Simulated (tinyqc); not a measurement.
Changing the anneal time t: hydrogen passivation of interface dangling bonds: competing passivation and dissociation with distributed barriers. Computed by tinyqc, a small Python program. Command: `OMP_NUM_THREADS=1 python tinyqc.py 3001373 3001374 out.jsonl passiv sweep`. One thread of a shared host (Intel(R) Xeon(R) Processor @ 2.30GHz), about 0.1 s of CPU time with the checks.

P_b + H2 gives P_bH + H at the rate k_f [H2]; P_bH gives P_b + H at the rate k_d. All defects start unpassivated. E_f and E_d are Gaussian and independent.

Inputs (values chosen for the exercise, close to those used for P_b centres at the silicon-oxide interface):

| quantity | value | unit |
|---|---|---|
| defect density N0 | 5.4e+11 | 1/cm^2 |
| passivation prefactor k_f0 | 4.5e-08 | cm^3/s |
| mean passivation barrier E_f | 1.51 | eV |
| spread sigma_f | 0.066 | eV |
| dissociation prefactor k_d0 | 1.1e+13 | 1/s |
| mean dissociation barrier E_d | 2.77 | eV |
| spread sigma_d | 0.035 | eV |
| H2 in the oxide per atm, solubility factor | 1.9e+18 | 1/(cm^3 atm) |
| hydrogen pressure p | 0.1 | atm |
| anneal temperature T | 600 | C |
| oxide thickness | 1.9 | nm |

Constants: k_B = 8.617333262e-05 eV/K; e = 1.602176634e-19 C; eps_0 = 8.8541878128e-12 F/m.

Method:
- [H2] = solubility factor x p; a = k_f0 [H2] exp(-E_f/(k_B T)), d = k_d0 exp(-E_d/(k_B T)). For one pair of barriers the active share is y = [d + a exp(-(a + d) t)]/(a + d).
- Temperatures in kelvin are T(C) + 273.15.
- Average y over both Gaussians with 40 x 40 Gauss-Hermite points.
- Active density N0 y; threshold shift if each active defect holds one charge, e N0 y t_ox/(3.9 eps_0).
- Minimise the averaged y over T between 150 and 900 C: find where ln y is equal at T - 0.05 and T + 0.05 C; T is rounded to 0.1 C.

One run for each value:

| anneal time t (s) | active share y | active share, single barriers | best temperature (C) | least active share |
|---|---|---|---|---|
| 1.00e+00 | 0.004911 | 6.874e-05 | 657.7 | 3.501e-04 |
| 1.00e+01 | 0.000114 | 6.867e-05 | 580.0 | 9.053e-05 |
| 1.00e+02 | 0.000112 | 6.867e-05 | 514.7 | 2.385e-05 |
| 1.00e+03 | 0.000112 | 6.867e-05 | 459.2 | 6.405e-06 |
| 1.00e+04 | 0.000112 | 6.867e-05 | 411.3 | 1.753e-06 |
| 1.00e+05 | 0.000112 | 6.867e-05 | 369.7 | 4.884e-07 |
| 1.00e+06 | 0.000112 | 6.867e-05 | 333.1 | 1.386e-07 |

Over the rows, active share y falls from 0.00491 to 1.12e-4, flat over part of the range; active share, single barriers falls from 6.8737e-5 to 6.8666e-5, flat over part of the range; best temperature (C) falls from 658 to 333 (exponent d ln y / d ln x -0.055 between the first rows and -0.045 between the last). At the high end the exponent of active share y is 0.00, close to 0: the steady balance is reached. The spread turns a single exponential into a slower, stretched decay. Longer anneals allow a colder optimum with a lower floor.

Caution (all rows): single-barrier shares below about 1e-3 are formal; measured passivation levels off well above them. Caution (all rows): densities below a few 1e9 per cm^2 are formal: other defects set the floor in real interfaces. Caution (all rows): a least active share below 1e-3 is a property of the model; measured passivation levels off well above it. Caution (all rows): atomic hydrogen, which both passivates and depassivates, and further passivation during cooling are left out.

Extremes, crossings and ranges named in words are read from the listed rows.
